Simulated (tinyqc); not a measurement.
# Which input was changed?

Model: sputter depth profiling of a dopant layer: erosion rate, quantification and the mixing-roughness response. Computed by tinyqc, a small Python program. Command: `OMP_NUM_THREADS=1 python tinyqc.py 3001117 3001118 out.jsonl sims which`. One thread of a shared host (Intel(R) Xeon(R) Processor @ 2.30GHz), about 1 s of CPU time with the checks.

A rastered ion beam erodes silicon (49.94 atoms per nm^3). The measured profile is the true one convolved with a depth response.

Inputs (values chosen for the exercise, modelled on a dopant in silicon under an oxygen or caesium beam):
```
quantity                               value    unit
beam energy E                            5.9     keV
beam current                              21      nA
raster side                              500      um
sputter yield at 1 keV                   1.5       -
mixing length at 1 keV                   1.6      nm
roughness sigma                         0.76      nm
depth of the top edge z0                  20      nm
box width b                              7.4      nm
box concentration C                  5.9e+18  1/cm^3
relative sensitivity factor RSF      3.1e+21  1/cm^3
matrix count rate                      2e+06     1/s
background count rate                    7.9     1/s
counting time per point                  0.5       s
level that defines the junction C_B    8e+16  1/cm^3
```

True profile: box.

Constants: e = 1.602176634e-19 C.

Method:
- Scaling chosen for the exercise: yield Y = Y1 E^0.5, mixing length w = w1 E^0.5 (E in keV).
- Erosion rate = Y I/(e x raster^2 x density); depth step = rate x counting time; concentration = RSF x counts/matrix counts; detection limit = RSF x 3 sqrt(background x time)/(matrix rate x time).
- Mixing alone turns a layer at z0 into (1/w) exp(-(z - z0 + w)/w) for z > z0 - w; roughness adds a Gaussian of width sigma. With x = z - z0 + w: g(x) = (1/(2w)) exp(sigma^2/(2 w^2) - x/w) erfc((sigma/w - x/sigma)/sqrt2), and its integral G(x) = (1/2) erfc(-x/(sigma sqrt2)) - w g(x). Measured: C [G(x) - G(x - b)].
- Find the maximum, the full width at half maximum and the deep point where the profile falls to C_B; far down, the trailing edge decays by w ln(10) per decade.

Problem. One of these inputs alone was changed, within the range given: beam energy E (2.95 to 11.8); mixing length at 1 keV (0.8 to 3.2); box width b (3.7 to 14.8); box concentration C (2.95e+18 to 1.18e+19). Which one, and to what value?

Results:
```
run     peak concentration (1/cm^3)  full width at half maximum (nm)  erosion rate (nm/s)
before                 4.726154e+18                         8.341842           0.03825054
after                  4.510221e+18                         8.608026           0.03825054
```

Solution.

Each candidate set to reproduce peak concentration, and what it then gives:
```
candidate                           range searched  value needed  full width at half maximum (nm)  erosion rate (nm/s)
beam energy E (keV)                   2.95 to 11.8         7.550                           8.6080             0.043271
mixing length at 1 keV (nm)             0.8 to 3.2         1.810                           8.6080             0.038251
box width b (nm)                       3.7 to 14.8         6.669                           7.7672             0.038251
box concentration C (1/cm^3)  2.95e+18 to 1.18e+19      5.630e18                           8.3418             0.038251
```

Only mixing length at 1 keV fits every result: it went from 1.6 to 1.81 nm. The next best candidate, box concentration C, misses one result by 3.1 %.
